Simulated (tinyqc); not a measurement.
Square on-chip spiral inductor, lumped pi model: effect of the number of turns.

Outer diameter do = di + 2 n wd + 2 (n - 1) sp, mean da = (do + di)/2, fill p = (do - di)/(do + di), length l = 4 n da. L = 2.34 mu0 n^2 da/(1 + 2.75 p), mu0 = 4 pi 1e-7 H/m. Rs = rho l/(wd delta (1 - exp(-th/delta))), delta = sqrt(rho/(pi f mu0)). Cs = n wd^2 eps0 eo/hu across the coil. At each end Cox = l wd eps0 eo/(2 ho) leads to the substrate branch Rsi = 2 rs he/(l wd) in parallel with Csi = l wd eps0 11.7/(2 he). With one end grounded Y = 1/(Rs + i w L) + i w Cs + 1/[1/(i w Cox) + 1/(1/Rsi + i w Csi)], w = 2 pi f; Q = -Im Y/Re Y. Eddy currents in neighbouring turns and in the substrate are left out.

Peak Q and its frequency from a search over f; self-resonance where Im Y = 0; Q at the given f (negative beyond resonance).

Parameters, values chosen for the exercise; values of the order met in silicon radio-frequency processes: line width wd = 8 um; space between turns sp = 2 um; inner diameter di = 80 um; metal thickness th = 3.4 um; metal resistivity rho = 2.2 uohm cm; oxide below the coil ho = 4.1 um; oxide between coil and underpass hu = 0.9 um; relative permittivity of the oxide eo = 3; substrate resistivity rs = 1 ohm cm; effective spreading depth in the substrate he = 30 um; frequency f = 1.9 GHz.

Constants: eps0 = 8.8541878128e-12 F/m. Results are converted to the units shown.

Result of one run:

| n | L (nH) | do (um) | peak Q | f of the peak (GHz) | self-resonance (GHz) | Q at f |
|---|---|---|---|---|---|---|
| 5.5 | 5.645 | 186.0 | 12.55 | 2.836 | 7.247 | 11.31 |

What becomes of these results when the number of turns n is changed from 5.5 to 6.5, all else the same?

Result of the changed run:

| n | L (nH) | do (um) | peak Q | f of the peak (GHz) | self-resonance (GHz) | Q at f |
|---|---|---|---|---|---|---|
| 6.5 | 8.033 | 206.0 | 11.97 | 2.242 | 5.400 | 11.71 |

The whole series:

| n | L (nH) | do (um) | peak Q | f of the peak (GHz) | self-resonance (GHz) | Q at f |
|---|---|---|---|---|---|---|
| 1.5 | 0.4445 | 106.0 | 13.37 | 14.12 | 71.10 | 5.102 |
| 2.5 | 1.173 | 126.0 | 13.74 | 7.686 | 27.92 | 7.258 |
| 3.5 | 2.257 | 146.0 | 13.54 | 5.107 | 15.70 | 8.985 |
| 4.5 | 3.734 | 166.0 | 13.10 | 3.710 | 10.25 | 10.35 |
| 5.5 | 5.645 | 186.0 | 12.55 | 2.836 | 7.247 | 11.31 |
| 6.5 | 8.033 | 206.0 | 11.97 | 2.242 | 5.400 | 11.71 |
| 8.5 | 14.43 | 246.0 | 10.80 | 1.498 | 3.317 | 10.05 |

As n goes from 1.5 to 8.5, L rises from 0.444 to 14.4 nH, the peak Q goes from 13.4 through a maximum of 13.7 (at n = 2.5 among the rows listed) to 10.8, its frequency falls from 14.1 to 1.50 GHz and the self-resonance falls from 71.1 to 3.32 GHz.

tinyqc, about 0.01 s, one thread, Intel Xeon 2.30GHz (shared host): `OMP_NUM_THREADS=1 python tinyqc.py 2302140 2302141 out.jsonl`
